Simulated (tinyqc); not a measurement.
The 3-omega method: a line heater on a substrate with a thin film: one step, computed by the program tinyqc. Command: `OMP_NUM_THREADS=1 python tinyqc.py 3004936 3004937 out.jsonl threeomega walk`. One thread of a shared host (Intel(R) Xeon(R) Processor @ 2.30GHz), about 0.01 s of CPU time with the checks.

A current at angular frequency omega = 2 pi f heats the line at 2 omega with the amplitude P per length; the temperature swing Delta T at 2 omega gives a voltage at 3 omega. The substrate is taken as semi-infinite and isotropic, and the heat capacity of heater and film is left out.

Question. Conductivity from the slope. Delta T_s = (P/(pi kappa)) int_0^infinity (sin x/x)^2 / sqrt(x^2 + (q b)^2) dx with (q b)^2 = i |q b|^2, averaged over the heater width (12 Gauss-Legendre points on each of the pieces 0, 14 log-spaced edges from 1e-5 to 1, and multiples of pi to 40 pi; the tail adds 1/(4 (40 pi)^2)). Take the in-phase swing at f and at 2f; in the narrow-line limit kappa = P ln 2/(2 pi [Delta T(f) - Delta T(2f)]), whatever the film and the heater width.

Inputs (values chosen for the exercise, modelled on alumina on sapphire):

| quantity | value | unit |
|---|---|---|
| substrate conductivity kappa | 36.4 | W/(m K) |
| substrate heat capacity C | 2.99 | 1e6 J/(m^3 K) |
| heater half-width b | 8.3 | micrometre |
| power amplitude per length P | 5 | W/m |
| current frequency f | 410 | Hz |

in-phase Delta T_s = 0.1177971 K

Give: in-phase Delta T_s at 2f; kappa from the slope; error of the slope method.

Answer.

in-phase Delta T_s at 2f = 0.1028 K

kappa from the slope = 36.79 W/(m K)

error of the slope method = 1.081 %
